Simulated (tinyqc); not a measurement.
Decay of LO phonons and the hot-phonon bottleneck in the cooling of electrons: one step, computed by the program tinyqc.

n(E, T) = 1/(exp(E/(k_B T)) - 1) is the Bose occupation. Electrons have a temperature T_e; the LO modes within their reach share one occupation N; the decay products stay at the lattice temperature.

Question. Lifetime and Raman width. Decay rate 1/tau = (1/tau_0) [1 + n(f hbar omega) + n((1 - f) hbar omega)]. Full width Gamma = 1/(2 pi c tau) in 1/cm, c in cm/s.

Inputs (values chosen for the exercise, modelled on indium phosphide):
```
quantity                                     value  unit
LO energy hbar omega                          41.8   meV
lifetime at T = 0, tau_0                        13    ps
share f of the energy in the softer product    0.2     -
lattice temperature T                           77     K
```

Decay channel: two unequal phonons (Ridley).

Constants: k_B = 8.617333262e-05 eV/K; c = 299792458 m/s.

Give: thermal factor tau_0/tau; phonon lifetime tau; Raman width Gamma; equilibrium LO occupation N_0.

Answer.

thermal factor tau_0/tau = 1.403

phonon lifetime tau = 9.269 ps

Raman width Gamma = 0.5728 1/cm

equilibrium LO occupation N_0 = 0.001840

Stimulated decay shortens the lifetime by 29 %.
